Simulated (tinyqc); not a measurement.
k.p values derived from sp3s* tight binding at Gamma, step by step. Values are carried at full precision from step to step, so a last printed digit may differ when a step is redone from the rounded ones.

At Gamma the states are two-level mixtures: s-like S+ (upper) and S- (lower) from [[Esa, Vss], [Vss, Esc]], p-like P- (valence) and P+ from [[Epa, Vxx], [Vxx, Epc]], and the bare s* levels. With real k in 1/angstrom and kz = 0, the phase sums over the four bonds are g0 = 1 - (a k/4)^2/2, g1 = i a kx/4, g3 = -(a/4)^2 kx ky to second order. Each mixture is written (anion, cation) with the anion part positive. c = hbar^2/2m0. No spin-orbit coupling.

Constants: hbar^2/2m0 = 3.80998211 eV angstrom^2.

Values chosen for the exercise (near a published set for InAs, fitted to gaps, whose masses and valley positions are rough; the results hold for these values, not for the real material):
- Esa = -9.529 eV (s level of the anion)
- Esc = -2.724 eV (s level of the cation)
- Epa = 0.906 eV (p level of the anion)
- Epc = 3.727 eV (p level of the cation)
- Vss = -5.614 eV (s-s)
- Vxx = 1.836 eV (px-px)
- a = 6.06 angstrom (lattice constant)
- Vsapc = 3.026 eV (s anion, p cation)
- Vscpa = 5.419 eV (s cation, p anion)
- Vxapc = 3.36 eV (s* anion, p cation)
- Vpaxc = 3.926 eV (p anion, s* cation)
- Exa = 7.437 eV (s* level of the anion)
- Exc = 6.769 eV (s* level of the cation)
- Vxy = 4.488 eV (px-py)

## States at Gamma

Solve the two blocks.

States:

| state | E (eV) | anion part | cation part |
|---|---|---|---|
| S- | -12.69110 | 0.871295 | 0.490760 |
| P- | 0.00124 | 0.897001 | -0.442029 |
| S+ | 0.43810 | 0.490760 | -0.871295 |
| P+ | 4.63176 | 0.442029 | 0.897001 |

## Linear terms and the Kane energy

<s state|dH/dkx|x state> = i P with P = (a/4)(sa pc Vsapc + sc pa Vscpa), sa, sc and pa, pc being the parts of the two states; for s* on the anion P = (a/4) pc Vxapc, on the cation (a/4) pa Vpaxc. Ep = P^2/c for S+ to P-.

Couplings:

| pair | P (eV angstrom) | E(first) - E(second) (eV) |
|---|---|---|
| S+ to P- | -7.41087 | 0.43686 |
| S+ to P+ | -1.14380 | -4.19365 |
| S- to P- | 1.84842 | -12.69235 |
| s*a to P- | -2.25011 | 7.43576 |
| s*c to P- | 5.33526 | 6.76776 |

Ep = 14.415 eV

The two terms of S+ to P- have the same sign and add: S+ and P- both change sign from anion to cation. An on-site momentum element between s and p, which real atoms have, is absent from this model.

## Electron mass

m0/m = [<S+|d2H/dkx^2|S+>/2 + sum P^2/(E(S+) - E(P))]/c over P- and P+, with the direct term -(a/4)^2 sa sc Vss.

parts of m0/m: direct -1.446, from P- 32.997, from P+ -0.082

mass = 0.0318 m0

The valence band supplies 105 % of m0/m; the direct term, which stands in for the free-electron 1, is -1.45. Sets of this kind were fitted to gaps and often give too heavy a mass, by up to a factor of two.

## Valence parameters L, M, N and the Luttinger values

Direct terms d0 = -(a/4)^2 pa pc Vxx, dN = -2 (a/4)^2 pa pc Vxy for P-. F = sum P^2/(E(P-) - E(s)) over S+, S-, s*a, s*c. The y state of P- couples to the z state of P+ through Q = (a/4) Vxy (pa p'c - pc p'a), primes for P+, and H1 = Q^2/(E(P-) - E(P+)). L = d0 + F, M = d0 + H1, N = dN + F + H1; g1 = -(L + 2M)/(3c), g2 = -(L - M)/(6c), g3 = -N/(6c).

d0, dN, F, Q, H1 (eV angstrom^2; Q in eV angstrom): 1.6709  8.1687  -130.3360  6.7993  -9.9839

L, M, N (eV angstrom^2): -128.665  -8.313  -132.151

g1, g2, g3: 12.711  5.265  5.781

Along [100] the masses without spin-orbit coupling are c/|L| = 0.030 (one band) and c/|M| = 0.458 (two bands).

## Checks

- Electron mass against a finite difference of the full bands: 0.03178 against 0.03179.
- L and M against finite differences along [100]: largest relative difference 2.8e-04.
- Lowest curvature along [111], (L + 2M + 2N)/3, against a finite difference: -136.53 against -136.49.

Computed by tinyqc, a small Python program: `OMP_NUM_THREADS=1 python tinyqc.py 1452545 1452546 out.jsonl` (the numbers bound the seed that draws the inputs); one thread of a shared host (Intel(R) Xeon(R) Processor @ 2.30GHz), about 0.01 s for the whole set of steps.
